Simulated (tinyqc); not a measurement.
Precursor delivery by bubblers, mass-transport growth and the solid composition of a III-V alloy: one step, computed by the program tinyqc.

1 sccm = 44.615 micromol/min; 1 torr = 133.322 Pa. The sources decompose fully at the surface.

Problem. Partial pressures in the reactor. p_i = p n_i/(44615 F_t), F_t in slm; p_V = p F_V/(1000 F_t), counted per molecule supplied; V/III = 44.615 F_V/(n1 + n2); vapour fraction of source 2 = n2/(n1 + n2).

Inputs (values chosen for the exercise, modelled on triethylgallium (source 1) and trimethylindium (source 2) for the vapour pressures): bath temperature T1 = 299 K; bath temperature T2 = 302 K; total flow F_t = 13 slm; group-V flow F_V = 240 sccm; reactor pressure p = 760 torr.

molar flow 1 = 8.814489 micromol/min

molar flow 2 = 68.51157 micromol/min

Give: p_1; p_2; p_V; V/III ratio; vapour fraction of source 2.

Solution.

p_1 = 0.01155 torr

p_2 = 0.08977 torr

p_V = 14.03 torr

V/III ratio = 138.5

vapour fraction of source 2 = 0.8860
